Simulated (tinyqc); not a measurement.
## Narrowing from the saturation current

Inverse problem. A uniform n-type emitter has J0 = (q p0 D/L)(s + tanh(W/L))/(1 + s tanh(W/L)), D = mup Vt, s = S L/D, and p0 = (ni^2/N) exp(dE_app/kB T), where dE_app = dEg + kB T ln[(N/Nc) exp(-eta)]. Find p0, dE_app and dEg.

Inputs (values chosen for the exercise); band and dielectric values those of a made-up semiconductor: temperature T = 300 K; conduction-band density of states at 300 K Nc = 2.61e19 cm^-3; ionised donor density N = 1.8e19 cm^-3; minority-hole mobility mup = 160 cm^2/(V s); emitter width W = 270 nm; recombination velocity at the contact S = 3e5 cm/s.

Constants: q = 1.602176634e-19 C, kB = 1.380649e-23 J/K, Vt = kB T/q. Results are converted to the units shown.

J0 = 0.062794473 fA/cm^2
L = 2544.7183 nm
ni = 9.2044188e7 cm^-3
converged eta = -0.13004033

Answer. J0 gives p0, its ratio to ni^2/N gives dE_app, and the degeneracy term is taken off.

p0 = 0.003833 cm^-3
dE_app = 54.22 meV
dEg = 60.46 meV

Program tinyqc, `OMP_NUM_THREADS=1 python tinyqc.py 2330164 2330165 out.jsonl`; Intel Xeon 2.30GHz, shared host, one thread, about 0.01 s.
